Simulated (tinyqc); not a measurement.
Inductance and parasitic capacitance from two readings.

Question. A loss-free coil L in parallel with C shows the apparent inductance L/(1 - w^2 L C), w = 2 pi f. Find L, C and the self-resonance 1/(2 pi sqrt(L C)).

apparent inductance at 4.4 and 7.8 GHz (nH): [5.4800974, 10.274837]

Solution. The inverse of the reading is 1/L - w^2 C, a straight line in w^2.

L = 4.500 nH
C = 52.00 fF
self-resonance = 10.40 GHz

Computed by the program tinyqc: `OMP_NUM_THREADS=1 python tinyqc.py 2302228 2302229 out.jsonl`, one thread of a shared Intel Xeon 2.30GHz, about 0.01 s for the whole run.
